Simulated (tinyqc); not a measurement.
Incorporation against temperature: precursor delivery by bubblers, mass-transport growth and the solid composition of a III-V alloy. Computed by tinyqc, a small Python program. Command: `OMP_NUM_THREADS=1 python tinyqc.py 3001567 3001568 out.jsonl movpe_thermo walk`. One thread of a shared host (Intel(R) Xeon(R) Processor @ 2.30GHz), about 0.01 s of CPU time with the checks.

1 sccm = 44.615 micromol/min; 1 torr = 133.322 Pa. The sources decompose fully at the surface.

Inputs (values chosen for the exercise, modelled on trimethylgallium (source 1) and trimethylindium (source 2) for the vapour pressures): bath temperature T1 = 263 K; bath temperature T2 = 295 K; bubbler pressure p_b = 760 torr; carrier flow F1 = 4.6 sccm; carrier flow F2 = 220 sccm; total flow F_t = 5.3 slm; group-V flow F_V = 40 sccm; reactor pressure p = 100 torr; growth temperature T = 890 K; diffusivity at 273 K and 760 torr = 0.49 cm^2/s; flow cross-section A = 17 cm^2; distance from the leading edge z = 14 cm; lattice constant a = 5.58 angstrom; interaction L0 of the solid = 10.2 kJ/mol; log10 of p_B,eq over pure BC at 1000 K and 1 torr of group V (exaggerated: liquid indium has about -4.1) = -3.6 log10 torr; enthalpy of that equilibrium H = 328 kJ/mol.

Alloy: mixing on the group-III sites, with desorption of B.

constants a, b of source 1 (log10 torr, K): [8.087, 1703]

constants a, b of source 2 (log10 torr, K): [10.53, 3014]

Constants: k_B = 1.380649e-23 J/K; R = 8.314462618 J/(mol K).

Method:
- log10 p_v = a - b/T_bath; molar flow = F x 44.615 x p_v/(p_b - p_v) for a saturated bubbler.
- p_i = p n_i/(44615 F_t), F_t in slm; p_V = p F_V/(1000 F_t), counted per molecule supplied; V/III = 44.615 F_V/(n1 + n2); vapour fraction of source 2 = n2/(n1 + n2).
- Mean velocity u = (F_t/A)(760/p)(T/273); D = D0 (T/273)^1.75 (760/p); boundary layer delta = sqrt(pi D z/u); flux = D dp/(delta k_B T); growth rate = flux x a^3/4.
- A sticks fully. B desorbs: its surface pressure is p_B* = x gamma_B K/sqrt(p_V), ln gamma_B = L0 (1 - x)^2/(R T), K = 10^(log10 K at 1000 K) exp[-(H/R)(1/T - 1/1000)], p_V in torr. With equal diffusivities x = (p_2 - p_B*)/(p_1 + p_2 - p_B*). Growth rate = rate per torr x p_1/(1 - x).

p_2 = 0.0112606 torr

K/sqrt(p_V) = 2.20593e-06 torr

p_V = 0.754717 torr

vapour fraction of source 2 = 0.695229

p_1 = 0.00493636 torr

At fixed flows:
```
T (K)  K/sqrt(p_V) (torr)        x  share of B incorporated, 1 - p_B*/p_2
948            3.3216e-05  0.69474                             9.9769e-01
994            2.2787e-04  0.69186                             9.8426e-01
1036           1.1388e-03  0.67787                             9.2248e-01
1066           3.3255e-03  0.64036                             7.8054e-01
1102           1.1140e-02  0.45857                             3.7128e-01
1137           3.3532e-02  0.14049                             7.1652e-02
1178           1.1218e-01  0.03761                             1.7129e-02
1238           5.6856e-01  0.00744                             3.2844e-03
```

What does the comparison show, and why?

x equals the vapour fraction 0.695 while gamma_B K/sqrt(p_V) is small against p_1 + p_2 = 0.016 torr and falls once it is not. Between the last rows the apparent energy R d ln x/d(1/T) is 328 kJ/mol, against H = 328. Caution: the boundary layer is a quarter or more of the root of the cross-section, so it fills much of the channel and depletion along the flow matters.

Extremes, crossings and ranges named in words are read from the listed rows.
